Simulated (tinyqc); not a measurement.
Worked calculation: Franz-Keldysh effect at a direct gap. Values are carried at full precision from step to step, so a last printed digit may differ when a step is redone from the rounded ones.

Parabolic bands, vertical transitions, no excitons. For each hole band j: mr = me mj/(me + mj); joint density of states J_j(E) = (mr/c)^(3/2) sqrt(E - Eg)/(2 pi^2), both spins, c = hbar^2/2m0; averaged matrix element |e.p|^2 = m0 Ep/6; alpha_j(E) = 4 pi^2 alpha_f c Ep J_j/(3 nr E) in 1/angstrom (alpha_f the fine-structure constant, listed as alpha among the constants), times 1e8 for 1/cm.

In a field Fd (1 kV/cm = 1e-5 V/angstrom) the electro-optic energy of band j is th = (c (e Fd)^2/mr)^(1/3), and sqrt(E - Eg) in J_j is replaced by pi sqrt(th) [Ai'(b)^2 - b Ai(b)^2] with b = (Eg - E)/th; Ai is the Airy function.

Constants: hbar^2/2m0 = 3.80998211 eV angstrom^2; fine-structure constant alpha = 0.007297352564.

Values chosen for the exercise (near those of InP; the results hold for these values, not for the real material):
```
symbol  value   unit        meaning
Eg      1.331   eV          direct gap
me      0.0795  m0          electron mass
mhh     0.594   m0          heavy-hole mass
mlh     0.0886  m0          light-hole mass
Ep      20.8    eV          Kane energy
nr      3.35                refractive index
Fd      100     kV/cm       uniform field
E       1.43    eV          photon energy
L       320     micrometre  length of a waveguide
```

## Electro-optic energy and length

For each hole band give mr, th and the length th/(e Fd).

Scales:
```
hole   mr (m0)  th (meV)  length (angstrom)
heavy  0.07012    37.876               37.9
light  0.04190    44.967               45.0
```

The light-hole pair has th larger by a factor 1.187, the cube root of the ratio of reduced masses.

## Airy factors at E

Ai is the Airy function, th the electro-optic energy of each hole band from the table (its other columns are not needed here), b = (Eg - E)/th with th in eV; the factor takes the place of sqrt(E - Eg) in the joint density of states.

Form b, Ai(b), Ai'(b) and the factor pi sqrt(th) [Ai'^2 - b Ai^2] for each band, beside sqrt(E - Eg) (zero below the gap).

Factors:
```
hole         b    Ai(b)  Ai'(b)  factor (eV^(1/2))  without field
heavy  -2.6138  -0.1873  0.6351             0.3027         0.3146
light  -2.2016  0.09505  0.6866             0.3273         0.3146
```

## Absorption with and without the field

Put the factors in place of sqrt(E - Eg) in alpha_j and add the bands; a waveguide of length L changes its transmission by 4.343 (alpha(F) - alpha(0)) L dB.

alpha_j in the field (1/cm): heavy 6.08e+03, light 3.04e+03

alpha(F) = 9.12e+03 1/cm
alpha(0) = 9242 1/cm
change of loss = -17.2 dB

Without the field the loss over L is 1284 dB, so this energy is of no use for a modulator. Above the gap the field lowers the absorption at this energy; the sign alternates with energy (Franz-Keldysh oscillations). Excitons, which add a sharp peak at low field, are left out.

## Checks

- Airy factor at b = -40 against the zero-field limit sqrt(-b): 6.33 against 6.32.

tinyqc: `OMP_NUM_THREADS=1 python tinyqc.py 1651823 1651824 out.jsonl`; about 0.01 s, one thread, shared Intel(R) Xeon(R) Processor @ 2.30GHz.
